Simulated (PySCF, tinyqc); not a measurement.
Worked calculation: CCSD on RHF in the sto-6g basis, frozen core, for BeH+, spin multiplicity 1. The lowest restricted solution is unstable here: a spin-polarised one lies 0.0002 hartree lower (PySCF). Computed by tinyqc, a small Python program that keeps every step (integrals from PySCF). Settings: charge = 1, multiplicity = 1, basis = sto-6g, method = RHF, frozen orbitals = 1, energy threshold = 1e-10, iteration cap = 81, orthogonalisation = canonical, start = core, DIIS depth = 6, amplitude equations = CCSD, DIIS depth for amplitudes = 4, cap on updates = 63. Command: `OMP_NUM_THREADS=1 python tinyqc.py 24242 24243 out.jsonl` (the two numbers bound the seeds that draw the settings). One thread of a shared host (Intel(R) Xeon(R) Processor @ 2.60GHz), about 0.3 s of CPU time with the checks. The early iterations of the SCF are left out here.

## One-electron integrals

Geometry (angstrom):
```
atom       x       y       z
Be    0.0000  0.0000  0.0000
H     0.0000  0.0000  1.6790
```

Basis sto-6g: exponents (1/bohr^2) and contraction coefficients of normalised primitives:
```
element  l (shell)  exponent  coefficient
Be           s (1)  312.8705       0.0092
Be           s (1)   57.3645       0.0494
Be           s (1)   16.0485       0.1685
Be           s (1)    5.5131       0.3706
Be           s (1)    2.1409       0.4165
Be           s (1)    0.8817       0.1303
Be           s (2)   13.6332      -0.0133
Be           s (2)    2.6984      -0.0470
Be           s (2)    0.8387      -0.0338
Be           s (2)    0.3227       0.2502
Be           s (2)    0.1401       0.5951
Be           s (2)    0.0642       0.2407
Be           p (3)   13.6332       0.0038
Be           p (3)    2.6984       0.0377
Be           p (3)    0.8387       0.1739
Be           p (3)    0.3227       0.4180
Be           p (3)    0.1401       0.4259
Be           p (3)    0.0642       0.1017
H            s (1)   35.5232       0.0092
H            s (1)    6.5131       0.0494
H            s (1)    1.8221       0.1685
H            s (1)    0.6260       0.3706
H            s (1)    0.2431       0.4165
H            s (1)    0.1001       0.1303
```

Overlap, kinetic and nuclear-attraction integrals over the contracted functions; the nuclear repulsion is the sum of Za Zb / Rab.

nuclear repulsion = 1.260696 hartree

overlap S, lower triangle:
```
         1Be 1s  1Be 2s  1Be 2px  1Be 2py  1Be 2pz   2H 1s
1Be 1s   1.0000
1Be 2s   0.2548  1.0000
1Be 2px  0.0000  0.0000   1.0000
1Be 2py  0.0000  0.0000   0.0000   1.0000
1Be 2pz  0.0000  0.0000   0.0000   0.0000   1.0000
2H 1s    0.0338  0.3330   0.0000   0.0000   0.4167  1.0000
```

kinetic energy T (hartree), lower triangle:
```
          1Be 1s  1Be 2s  1Be 2px  1Be 2py  1Be 2pz   2H 1s
1Be 1s    6.7688
1Be 2s   -0.2074  0.2201
1Be 2px   0.0000  0.0000   0.6613
1Be 2py   0.0000  0.0000   0.0000   0.6613
1Be 2pz   0.0000  0.0000   0.0000   0.0000   0.6613
2H 1s    -0.0108  0.0275   0.0000   0.0000   0.0994  0.7685
```

nuclear attraction V (hartree), lower triangle:
```
           1Be 1s   1Be 2s  1Be 2px  1Be 2py  1Be 2pz    2H 1s
1Be 1s   -15.0300
1Be 2s    -1.7310  -2.6076
1Be 2px    0.0000   0.0000  -2.5807
1Be 2py    0.0000   0.0000   0.0000  -2.5807
1Be 2pz   -0.0121  -0.1108   0.0000   0.0000  -2.6611
2H 1s     -0.2498  -0.8032   0.0000   0.0000  -0.9906  -2.4979
```

core Hamiltonian H = T + V (hartree), lower triangle:
```
          1Be 1s   1Be 2s  1Be 2px  1Be 2py  1Be 2pz    2H 1s
1Be 1s   -8.2612
1Be 2s   -1.9384  -2.3875
1Be 2px   0.0000   0.0000  -1.9194
1Be 2py   0.0000   0.0000   0.0000  -1.9194
1Be 2pz  -0.0121  -0.1108   0.0000   0.0000  -1.9998
2H 1s    -0.2606  -0.7757   0.0000   0.0000  -0.8911  -1.7294
```

## Two-electron integrals

Functions are numbered as in S; the eight-fold symmetry (ij|kl) = (ji|kl) = (kl|ij) leaves the list below.

Two-electron integrals (ij|kl) in chemists' order, unique and non-zero (hartree):
```
(11|11) 2.3000   (21|11) 0.3619   (21|21) 0.0719   (22|11) 0.5703
(22|21) 0.1397   (22|22) 0.4178   (31|31) 0.0153   (32|31) 0.0226
(32|32) 0.0923   (33|11) 0.5703   (33|21) 0.1397   (33|22) 0.4178
(33|33) 0.4501   (41|41) 0.0153   (42|41) 0.0226   (42|42) 0.0923
(43|43) 0.0243   (44|11) 0.5703   (44|21) 0.1397   (44|22) 0.4178
(44|33) 0.4016   (44|44) 0.4501   (51|51) 0.0153   (52|51) 0.0226
(52|52) 0.0923   (53|53) 0.0243   (54|54) 0.0243   (55|11) 0.5703
(55|21) 0.1397   (55|22) 0.4178   (55|33) 0.4016   (55|44) 0.4016
(55|55) 0.4501   (61|11) 0.0489   (61|21) 0.0095   (61|22) 0.0184
(61|33) 0.0182   (61|44) 0.0182   (61|51) 0.0009   (61|52) 0.0019
(61|55) 0.0187   (61|61) 0.0013   (62|11) 0.1430   (62|21) 0.0357
(62|22) 0.1195   (62|33) 0.1147   (62|44) 0.1147   (62|51) 0.0049
(62|52) 0.0311   (62|55) 0.1291   (62|61) 0.0052   (62|62) 0.0552
(63|31) 0.0031   (63|32) 0.0149   (63|53) 0.0051   (63|63) 0.0045
(64|41) 0.0031   (64|42) 0.0149   (64|54) 0.0051   (64|64) 0.0045
(65|11) 0.1628   (65|21) 0.0411   (65|22) 0.1433   (65|33) 0.1350
(65|44) 0.1350   (65|51) 0.0078   (65|52) 0.0482   (65|55) 0.1600
(65|61) 0.0063   (65|62) 0.0748   (65|65) 0.1037   (66|11) 0.3145
(66|21) 0.0800   (66|22) 0.2999   (66|33) 0.2792   (66|44) 0.2792
(66|51) 0.0117   (66|52) 0.0987   (66|55) 0.3414   (66|61) 0.0120
(66|62) 0.1836   (66|65) 0.2621   (66|66) 0.7750
```

## Orthogonalisation

S = U s U^T; canonical form X = U s^(-1/2), so that X^T S X = 1. Each column of U has its largest component positive (the first on a tie).

eigenvalues of S: 0.4496  0.8001  1.0000  1.0000  1.1793  1.5710

X:
```
               1        2        3       4        5       6
1Be 1s    0.2805   0.7722   0.0000  0.0000   0.5950  0.2111
1Be 2s   -0.7397  -0.5733   0.0000  0.0000   0.4473  0.4030
1Be 2px   0.0000   0.0000  -0.5104  0.8599   0.0000  0.0000
1Be 2py   0.0000   0.0000   0.8599  0.5104   0.0000  0.0000
1Be 2pz  -0.7631   0.5139   0.0000  0.0000  -0.4979  0.3864
2H 1s     1.0080  -0.2466   0.0000  0.0000  -0.2143  0.5294
```

Within a degenerate level the vectors are fixed only up to a rotation; this is one choice.

## Iteration 8 (converged): orbitals

converged F (hartree), lower triangle:
```
          1Be 1s   1Be 2s  1Be 2px  1Be 2py  1Be 2pz    2H 1s
1Be 1s   -5.0693
1Be 2s   -1.3608  -0.8226
1Be 2px   0.0000   0.0000  -0.1331
1Be 2py   0.0000   0.0000   0.0000  -0.1331
1Be 2pz   0.0162  -0.1099   0.0000   0.0000  -0.2621
2H 1s    -0.1815  -0.4191   0.0000   0.0000  -0.3607  -0.4462
```

Diagonalise F' = X^T F X, C = X C', fill 2 alpha and 2 beta electrons from the bottom; D = 2 C_occ C_occ^T. Each column has its largest component positive (the first on a tie).

F' = X^T F X (hartree), lower triangle:
```
         1        2        3        4        5        6
1   0.0560
2  -0.4682  -2.0652
3   0.0000   0.0000  -0.1331
4   0.0000   0.0000   0.0000  -0.1331
5  -0.3928  -2.0916   0.0000   0.0000  -2.6798
6  -0.1593  -0.8405   0.0000   0.0000  -1.1208  -1.1539
```

orbital energies (hartree): MO1 -5.0705, MO2 -0.6731, MO3 -0.2566, MO4 -0.1331, MO5 -0.1331, MO6 0.1573

coefficients C:
```
             MO1      MO2      MO3     MO4      MO5      MO6
1Be 1s    0.9957  -0.1852  -0.1909  0.0000   0.0000   0.1068
1Be 2s    0.0165   0.6216   0.7445  0.0000   0.0000  -0.5453
1Be 2px   0.0000   0.0000   0.0000  1.0000  -0.0054   0.0000
1Be 2py   0.0000   0.0000   0.0000  0.0054   1.0000   0.0000
1Be 2pz  -0.0025   0.2712  -0.6088  0.0000   0.0000  -0.8941
2H 1s    -0.0014   0.5005  -0.3212  0.0000   0.0000   1.0244
```

D after iteration 8, lower triangle:
```
          1Be 1s  1Be 2s  1Be 2px  1Be 2py  1Be 2pz   2H 1s
1Be 1s    2.0515
1Be 2s   -0.1973  0.7733
1Be 2px   0.0000  0.0000   0.0000
1Be 2py   0.0000  0.0000   0.0000   0.0000
1Be 2pz  -0.1053  0.3370   0.0000   0.0000   0.1471
2H 1s    -0.1883  0.6221   0.0000   0.0000   0.2714  0.5009
```

Within a degenerate level the vectors are fixed only up to a rotation; this is one choice.

## Convergence

Stop when the energy changes by less than 1e-10 hartree and every element of the error matrix X^T (F D S - S D F) X is below 3e-06.

Course of the cycle:
```
iteration  E (hartree)     change  largest element of the error matrix
1           -14.558859          -                             4.01e-01
2           -14.783604  -2.25e-01                             6.77e-02
3           -14.788544  -4.94e-03                             1.06e-02
4           -14.789025  -4.81e-04                             4.14e-03
5           -14.789102  -7.69e-05                             9.92e-05
6           -14.789102  -3.46e-08                             2.45e-05
7           -14.789102  -2.42e-09                             1.40e-07
8           -14.789102  -6.04e-14                             1.90e-08
```

PySCF RHF in the same basis = -14.789102 hartree

Converged in 8 iterations.

## Integrals over molecular orbitals

(pq|rs) = sum C_ip C_jq C_kr C_ls (ij|kl), one index at a time.

one-electron integrals over orbitals h = C^T H C (hartree), lower triangle:
```
         1        2        3        4        5        6
1  -8.2541
2   0.1701  -2.0520
3   0.2017  -0.0482  -1.9049
4   0.0000   0.0000   0.0000  -1.9194
5   0.0000   0.0000   0.0000   0.0000  -1.9194
6  -0.0758   0.2265  -0.0698   0.0000   0.0000  -1.6555
```

Two-electron integrals over orbitals (pq|rs), unique and non-zero (hartree); the lowest 1 orbital is frozen and left out:
```
(22|22) 0.4798    (32|22) -0.0672   (32|32) 0.0515    (33|22) 0.3221
(33|32) 0.0343    (33|33) 0.4441    (42|42) 0.0440    (43|42) 0.0332
(43|43) 0.0500    (44|22) 0.3529    (44|32) 0.0328    (44|33) 0.3905
(44|44) 0.4501    (52|52) 0.0440    (53|52) 0.0332    (53|53) 0.0500
(54|54) 0.0243    (55|22) 0.3529    (55|32) 0.0328    (55|33) 0.3905
(55|44) 0.4016    (55|55) 0.4501    (62|22) 0.0325    (62|32) -0.0528
(62|33) -0.0195   (62|44) -0.0674   (62|55) -0.0674   (62|62) 0.1221
(63|22) -0.0566   (63|32) 0.0462    (63|33) 0.0549    (63|44) 0.0291
(63|55) 0.0291    (63|62) -0.0565   (63|63) 0.0624    (64|42) -0.0273
(64|43) -0.0104   (64|64) 0.0238    (65|52) -0.0273   (65|53) -0.0104
(65|65) 0.0238    (66|22) 0.4843    (66|32) -0.0695   (66|33) 0.3495
(66|44) 0.3570    (66|55) 0.3570    (66|62) 0.0604    (66|63) -0.0596
(66|66) 0.5223
```

## CCSD: starting amplitudes

t_ij^ab = <ij||ab> / (e_i + e_j - e_a - e_b), whose energy is MP2.

Starting amplitudes (spin orbitals 1a, 1b, ...; amplitudes related by a flip of all spins are not repeated):
```
from      to        t
2a 2b  6a 6b  -0.0735
2a 2b  3a 3b  -0.0618
2a 2b  3a 6b   0.0424
2a 2b  4a 4b  -0.0407
2a 2b  5a 5b  -0.0407
```

correlation energy = -0.020214 hartree

## CCSD: amplitude update 1

t_i^a D_i^a and t_ij^ab D_ij^ab are set to the remaining terms of the spin-orbital equations, evaluated with the old amplitudes; for the doubles these are <ij||ab> + 1/2 <ab||ef> t_ij^ef + 1/2 <mn||ij> t_mn^ab + P(ij)P(ab) <mb||ej> t_im^ae + terms in t^2 + terms with t1, D the orbital-energy denominators.

Amplitudes after update 1 (spin orbitals 1a, 1b, ...; amplitudes related by a flip of all spins are not repeated):
```
from      to        t
2a 2b  6a 6b  -0.0997
2a 2b  3a 3b  -0.0811
2a 2b  3a 6b   0.0654
2a 2b  4a 4b  -0.0486
2a 2b  5a 5b  -0.0486
2a        3a   0.0122
2a        6a   0.0062
```

correlation energy = -0.027527 hartree

## CCSD: amplitude update 2

As before.

Amplitudes after update 2 (spin orbitals 1a, 1b, ...; amplitudes related by a flip of all spins are not repeated):
```
from      to        t
2a 2b  6a 6b  -0.1084
2a 2b  3a 3b  -0.0933
2a 2b  3a 6b   0.0766
2a 2b  4a 4b  -0.0493
2a 2b  5a 5b  -0.0493
2a        3a   0.0212
2a        6a   0.0116
```

correlation energy = -0.030460 hartree

## CCSD: amplitude update 3

t_i^a D_i^a and t_ij^ab D_ij^ab are set to the remaining terms of the spin-orbital equations, evaluated with the old amplitudes; for the doubles these are <ij||ab> + 1/2 <ab||ef> t_ij^ef + 1/2 <mn||ij> t_mn^ab + P(ij)P(ab) <mb||ej> t_im^ae + terms in t^2 + terms with t1, D the orbital-energy denominators. DIIS then mixes the stored amplitudes.

DIIS coefficients: -0.9974  1.9974

Amplitudes after update 3 (spin orbitals 1a, 1b, ...; amplitudes related by a flip of all spins are not repeated):
```
from      to        t
2a 2b  6a 6b  -0.1133
2a 2b  3a 3b  -0.1104
2a 2b  3a 6b   0.0882
2a 2b  4a 4b  -0.0482
2a 2b  5a 5b  -0.0482
2a        3a   0.0345
2a        6a   0.0187
```

correlation energy = -0.033036 hartree

## CCSD: convergence

E_corr = 1/4 sum <ij||ab> t_ij^ab + 1/2 sum <ij||ab> t_i^a t_j^b; stop when the norm of the change is below 1e-8.

Course of the amplitude iterations:
```
update  correlation energy (hartree)  norm of the change
0                          -0.020214                   -
1                          -0.027527            9.66e-02
2                          -0.030460            4.62e-02
3                          -0.033036            2.65e-02
4                          -0.033241            9.55e-03
5                          -0.033301            2.35e-03
6                          -0.033289            2.95e-04
7                          -0.033289            3.35e-05
8                          -0.033289            9.00e-06
9                          -0.033289            3.89e-06
10                         -0.033289            6.22e-07
11                         -0.033289            8.13e-08
12                         -0.033289            2.54e-08
13                         -0.033289            2.17e-09
```

Converged amplitudes (spin orbitals 1a, 1b, ...; amplitudes related by a flip of all spins are not repeated):
```
from      to        t
2a 2b  3a 3b  -0.1226
2a 2b  6a 6b  -0.1085
2a 2b  3a 6b   0.0909
2a 2b  4a 4b  -0.0476
2a 2b  5a 5b  -0.0476
2a        3a   0.0472
2a        6a   0.0220
```

CCSD total energy = -14.822391 hartree

T1 diagnostic, norm of the one-spin t1 over sqrt(correlated electrons) = 0.0368

Converged in 13 updates, with DIIS from the third.
